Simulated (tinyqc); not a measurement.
What moves the results: averaged masses of warped heavy- and light-hole bands. A value that a table varies takes the place of the one given here.

Four-band hole energies E = c k^2 f(u), c = hbar^2/2m0, f = g1 -/+ 2 sqrt(g2^2 + 3 (g3^2 - g2^2) s), s = ux^2 uy^2 + uy^2 uz^2 + uz^2 ux^2 for the unit vector u; minus for heavy, plus for light holes; the mass along u is 1/f.

Grid: n x n midpoints in cos(theta) from 0 to 1 and phi from 0 to pi/2, equal weights. m_d = <f^(-3/2)>^(2/3). Conductivity mass for one scattering time: 1/m_c = <|w|^2 f^(-5/2)>/<f^(-3/2)> with w = grad_k(k^2 f)/(2 k), that is |w|^2 = f^2 + |angular gradient of f|^2/4.

Inputs chosen for the exercise (out of a larger set: near those of GaP; not measured data):
```
symbol  value  unit  meaning
g1      4.04         Luttinger gamma1
g2      0.49         gamma2
g3      1.25         gamma3
```

## Ways to average over directions

Heavy and light m_d on grids of growing n, against n = 160; also the three-direction rule <F> = (10 F[100] + 16 F[110] + 9 F[111])/35 and the spherical masses 1/(g1 (1 -/+ mu)), mu = (6 g3 + 4 g2)/(5 g1).

Masses (m0):
```
method,heavy,light,error heavy (%),error light (%)
grid n = 1,0.6424,0.1533,26.36,-7.92
grid n = 2,0.5214,0.1631,2.55,-2.02
grid n = 3,0.5147,0.1648,1.24,-0.99
grid n = 5,0.5105,0.1658,0.41,-0.44
grid n = 10,0.5090,0.1663,0.11,-0.14
grid n = 160,0.5084,0.1665,0.00,0.00
three directions,0.5192,0.1698,2.12,1.99
spherical,0.4655,0.1686,-8.43,1.26
[100] alone,0.3268,0.1992,-35.72,19.65
```

The heavy mass is within 1 % from grid n = 5 on. Three directions err by +2.12 %, the spherical form by -8.43 % and [100] alone by -35.7 %; for light holes the same three err by +1.99, +1.26 and +19.7 %. The power -3/2 weights the heavy directions near [111], which a mean of f misses.

## Cyclotron masses against the field direction

For the central orbit m_cyc is the mean of 1/f(u) over the directions u normal to B (360 points on the circle). B lies in the (1-10) plane at the angle from [001]; 54.7 degrees is [111], 90 is [110].

Masses (m0):
```
angle (degrees),heavy,light
0.0,0.4343,0.1765
15.0,0.4557,0.1724
30.0,0.5041,0.1653
45.0,0.5426,0.1606
54.7,0.5494,0.1597
70.0,0.5400,0.1616
90.0,0.5278,0.1654
```

The heavy mass is smallest at 0 and largest at 54.7 degrees of the angles listed, a spread of 27 %; the light mass varies by 10.5 %. The orbit normal to [001] has s between 0 and 1/4, the orbit normal to [111] has s = 1/4 all round, which gives 1/(g1 - sqrt(g2^2 + 3 g3^2)) = 0.5494. This is the classical limit; low Landau levels of holes depart from it.

## Several materials

The inputs are values chosen for the exercise; n = 40; delta = (g3 - g2)/g1.

Results:
```
case,g1,g2,g3,m_d heavy,m_c heavy,m_d light,delta
A near GaP,4.06,0.49,1.25,0.503,0.442,0.1659,0.187
B near InP,5.09,1.60,2.11,0.839,0.703,0.1122,0.100
C near GaAs,6.97,2.05,2.94,0.618,0.476,0.0822,0.128
D near InAs,19.92,8.54,9.13,0.482,0.441,0.0265,0.030
E near Si,4.31,0.34,1.44,0.508,0.409,0.1547,0.255
F near AlAs,3.74,0.82,1.42,0.800,0.653,0.1630,0.160
```

Heavy masses span a factor of 1.7 and light ones 6.3: the coupling to the conduction band adds to g1, 2 g2 and 2 g3 alike, so it cancels for heavy holes and doubles for light ones. The ratio m_c/m_d of the heavy holes is lowest for C (0.77); delta is largest for E; the heavy band feels the warping rather through (g3 - g2)/(g1 - 2 g3), which runs from 0.36 to 0.82 here and is 0.82 for the case with the lowest ratio.

## What each parameter does

n = 40. Each row changes one parameter from the base and keeps the others.

Results:
```
case,m_d heavy (m0),m_c heavy (m0),m_d light (m0),m_c light (m0)
base,0.5084,0.4457,0.1665,0.1630
g1 = 3.919,0.5430,0.4689,0.1699,0.1663
g2 = 0.505,0.5098,0.4483,0.1662,0.1629
g3 = 1.288,0.5251,0.4521,0.1651,0.1614
```

The largest shifts from the base row, up to three for each result and ties (the steps differ in size, so this ranks the rows, not the parameters). m_d heavy (m0): g1 +0.0346, g3 +0.0167, g2 +0.0013. m_c heavy (m0): g1 +0.0231, g3 +0.0064, g2 +0.0025. m_d light (m0): g1 +0.0034, g3 -0.0014, g2 -0.0002. m_c light (m0): g1 +0.0032, g3 -0.0017, g2 -0.0001.

(tinyqc, `OMP_NUM_THREADS=1 python tinyqc.py 1051311 1051312 out.jsonl`, Intel(R) Xeon(R) Processor @ 2.30GHz, 1 thread, shared host, about 0.01 s.)
